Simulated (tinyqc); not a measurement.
# Crystallisation kinetics and data retention of a phase-change cell: kissinger analysis

Johnson-Mehl-Avrami-Kolmogorov law X = 1 - exp(-y^n), y = integral of k dt, k = (1/100 s) exp[-(Ec q/kB)(1/T - 1/T1)].

Tp is the temperature of the largest dX/dt on a ramp of rate b (b in K/min in the logarithm).

Values chosen for this exercise; values of the order of Ge-Sb-Te and related chalcogenides: activation energy of crystallisation Ec = 2.36 eV; temperature at which the rate k is 1/(100 s) T1 = 438 K; Avrami exponent n = 2.

Constants: q = 1.602176634e-19 C, kB = 1.380649e-23 J/K. Results are converted to the units shown.

Kissinger analysis:
```
b (K/min),Tp (K),q/kB Tp (1/eV),ln(b/Tp^2),X at the peak
0.5,424.1,27.36,-12.79,0.6266
1,428.6,27.07,-12.12,0.6266
2,433.2,26.79,-11.45,0.6265
5,439.3,26.41,-10.56,0.6264
10,444.1,26.13,-9.890,0.6264
20,449.0,25.84,-9.218,0.6263
50,455.6,25.47,-8.331,0.6262
100,460.8,25.18,-7.661,0.6262
```

Tp rises from 424 to 461 K. The slope of ln(b/Tp^2) against q/kB Tp between the end rows is -2.359 eV, against Ec = 2.36 eV, and X at the peak stays near 1 - 1/e = 0.632 (0.627 to 0.626).

Range of the model: One Arrhenius rate is assumed; incubation, growth from the boundary and the non-Arrhenius kinetics of the supercooled liquid are left out.

Computed by the program tinyqc: `OMP_NUM_THREADS=1 python tinyqc.py 2490137 2490138 out.jsonl`, one thread of a shared Intel Xeon 2.30GHz, about 0.04 s for the whole run.
